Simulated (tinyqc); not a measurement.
# Non-radiative capture by multiphonon emission, one effective mode, step by step

A worked calculation. Computed by tinyqc, a small Python program that keeps every step. Command: `OMP_NUM_THREADS=1 python tinyqc.py 3014330 3014331 out.jsonl capture walk`. One thread of a shared host (Intel(R) Xeon(R) Processor @ 2.30GHz), about 0.02 s of CPU time with the checks. Intermediate numbers are printed to about 5 digits and carried at full precision; extremes and crossings named in words are read from the listed rows.

The initial state (free carrier plus empty centre) lies dE above the final state; both have the same frequency and are displaced by dQ.

Inputs (values chosen for the exercise, with mass, screening and phonons like those of diamond):
```
quantity                     value                   unit
energy released dE            1.99                     eV
phonon energy hbar omega      82.9                    meV
Huang-Rhys factor S           17.9                      -
electron-phonon coupling W  0.0065  eV/(u^(1/2) angstrom)
cell volume V                 2090             angstrom^3
degeneracy g                     4                      -
broadening b                    61                    meV
carrier mass m               0.769                    m_0
dielectric constant eps       5.81                      -
temperature T                  300                      K
defect density N_t           2e+16                  cm^-3
```

Centre: attractive.

Constants: hbar^2/u = 4.18015928e-03 eV angstrom^2; k_B = 8.617333262e-05 eV/K; hbar = 6.582119569e-16 eV s; Ry = 13.605693123 eV; k_B = 1.380649e-23 J/K; m_0 = 9.1093837015e-31 kg.

## Geometry of the two curves

dQ = sqrt(2 S (hbar^2/u)/hbar omega); relaxation energy lambda = S hbar omega; phonons needed P = dE/hbar omega; classical barrier E_b = (dE - lambda)^2/(4 lambda); occupation n = 1/(exp(hbar omega/k_B T) - 1).

dQ = 1.3436 u^(1/2) angstrom

lambda = 1.48391 eV

P = 24.005

classical barrier E_b = 0.043151 eV

occupation n = 0.042198

dE exceeds lambda: the inverted case usual for deep centres, in which the curves cross on the far side of the initial minimum.

## Phonon weights near resonance

Huang-Rhys weight for a net emission of p phonons: L_p = exp(-S (2n + 1)) ((n + 1)/n)^(p/2) I_p(2 S sqrt(n (n + 1))), I_p the modified Bessel function. M_p = sum_m w_m <m_i|Q|(m + p)_f>^2 with Q counted from the final minimum and Boltzmann weights w_m for m = 0..24; <m_i|Q|k_f> = sqrt((hbar^2/u)/(2 hbar omega)) [sqrt(k) <m|k-1> + sqrt(k+1) <m|k+1>], with overlaps of oscillators displaced by d = sqrt(2 S) summed on 1500 points from -16 to 16 + d. The delta function is a Gaussian of standard deviation b at dE - p hbar omega.

Weights:
```
p        L_p  M_p (u angstrom^2)  Gaussian (1/eV)
21  0.066527             0.14179       1.5648e-03
22  0.054921             0.12315       1.5981e-01
23  0.043462             0.10240       2.5742e+00
24  0.033024             0.08166       6.5399e+00
25  0.024130             0.06255       2.6205e+00
26  0.016979             0.04609       1.6561e-01
27  0.011520             0.03271       1.6508e-03
```

## Capture coefficient before scaling

C_0 = V (2 pi/hbar) g W^2 sum_p M_p Gaussian_p. The sum runs over the seven p from round(P) - 3 to round(P) + 3; 1 angstrom^3 = 1e-24 cm^3.

sum_p M_p Gaussian_p = 0.98915 u angstrom^2/eV

C_0 = 3.3351e-09 cm^3/s

## Scaled coefficient, cross-section and lifetime

Sommerfeld factor of an attractive centre: s(k) = 2 pi nu/(1 - exp(-2 pi nu)), nu = sqrt(Ry*/E), Ry* = Ry m/eps^2, averaged over (2/sqrt(pi)) sqrt(x) exp(-x) dx with x = E/k_B T = t^2 (trapezoid, t to 6 in steps of 0.01). C = s C_0; v = sqrt(3 k_B T/m); sigma = C/v; tau = 1/(C N_t).

Sommerfeld factor s = 24.549

capture coefficient C = 8.1873e-08 cm^3/s

thermal velocity v = 1.3318e+07 cm/s

cross-section sigma = 6.1473e-15 cm^2

capture time = 6.1070e-10 s

Caution: the effective Bohr radius is under 10 angstrom, so the effective-mass Sommerfeld factor is rough.

## Quantum against classical capture

C_0 = V (2 pi/hbar) g W^2 sum_p M_p Gaussian_p. Here the sum runs over all p. Classical (Marcus) form: replace the sum by Q_c^2 exp(-E_b/k_B T)/sqrt(4 pi lambda k_B T), Q_c = dQ (dE + lambda)/(2 lambda). The last column is -k_B d ln C_0/d(1/T) from this row and the one above.

Against temperature:
```
T (K)  C_0, quantum (cm^3/s)  C_0, classical (cm^3/s)  Sommerfeld factor  activation energy (eV)
77                3.2143e-09               3.5531e-11             48.456                       -
140               3.2175e-09               4.9172e-10             35.936              1.4630e-05
240               3.2696e-09               1.6669e-09             27.446              4.6505e-04
380               3.4427e-09               2.8573e-09             21.812              2.8958e-03
580               3.6906e-09               3.6431e-09             17.656              6.6033e-03
870               3.8573e-09               3.9665e-09             14.417              6.6237e-03
1300              3.8242e-09               3.9254e-09             11.798             -1.9510e-03
1500              3.7601e-09               3.8469e-09             10.986             -1.4196e-02
```

At 77.0 K the quantum value is 90 times the classical one: C_0 comes from tunnelling out of the lowest level and hardly depends on T. At 1500 K the ratio is 0.98. The largest apparent activation energy is 0.007 eV against the classical barrier of 0.043 eV; a barrier below one phonon energy gives no activated range. The measured coefficient is C = s C_0, and s changes by a factor 0.23 over these rows, so C changes by 0.27 where C_0 changes by 1.2.

Checks made by the program: Bessel formula against the sum over overlaps (relative difference below 1e-10).
